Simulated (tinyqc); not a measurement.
Input admittance of a MOSFET at zero drain bias: distributed channel and distributed gate: one step of the calculation.

Source and drain grounded, strong inversion, w = 2 pi f, Cox = eps0 eox/tox. The channel is an RC line of resistance 1/(mu Cox Vo) per square fed from both ends, so one finger has the intrinsic admittance y = i w Cox L tanh(g)/g per width, g = (1/2) sqrt(i w tau), tau = L^2/(mu Vo). The vertical resistance rv/L is in series with y, the overlaps 2 i w Cov in parallel: y_t = 1/(1/y + rv/L) + 2 i w Cov. The gate strip is a line of Rsh/L per length loaded by y_t, so a finger has Y = y_t Wf tanh(k)/k, k = (Wf/sd) sqrt(y_t Rsh/L); the device has Nf Y.

Question. Input impedance of the device. k and Y as defined; Z = 1/(Nf Y) = R + 1/(i w C); Q = |Im Z|/R; signal at the point farthest from a contact |1/cosh k|.

Inputs (values chosen for the exercise); values of the order met in silicon radio-frequency transistors:
- L = 0.2 um (channel length)
- Wf = 1.3 um (finger width)
- Nf = 8 (number of fingers)
- Rsh = 34 ohm/square (sheet resistance of the gate)
- sd = 1 (number of ends at which a finger is contacted)
- f = 16 GHz (frequency)

y_t = 8.11131+233.06065i uS/um

Find: k; Nf Y; R; C; Q; signal at the far point.

Answer.

k = 0.18618+0.17982i
Nf Y = 0.1382+2.4186i mS
R = 23.548 ohm
C = 24.137 fF
Q = 17.501
signal at the far point = 0.99846

tinyqc, about 0.01 s, one thread, Intel Xeon 2.30GHz (shared host): `OMP_NUM_THREADS=1 python tinyqc.py 2262034 2262035 out.jsonl`
